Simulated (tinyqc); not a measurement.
Plane-wave Kohn-Sham cycle with exchange-only LDA in a layered model solid, step by step. One step of it, computed by the program tinyqc.

Problem. Iteration 1: Hamiltonian at one k. H(m,m') = (k + G_m)^2/2 delta + V(G_m - G_m'), with V(-G) = V(G).

A solid whose potential varies along x alone (atomic units):
```
parameter,value
period a,15.700000
cross-section of the cell,21.000000
electrons per cell,4
grid points,16
"plane waves -n..n, n",2
k points,4
V1 in V1 cos(2 pi x/a),-0.330000
```

V(G_m), m = 0, 1, 2, ... (hartree): -0.226275  -0.165000  0.000000  0.000000  0.000000

k = 0.125000 2 pi / a

Give: H.

Solution.

H (hartree):
```
,-2,-1,+0,+1,+2
-2,0.0553,-0.1650,0.0000,0.0000,0.0000
-1,-0.1650,-0.1650,-0.1650,0.0000,0.0000
+0,0.0000,-0.1650,-0.2250,-0.1650,0.0000
+1,0.0000,0.0000,-0.1650,-0.1249,-0.1650
+2,0.0000,0.0000,0.0000,-0.1650,0.1353
```
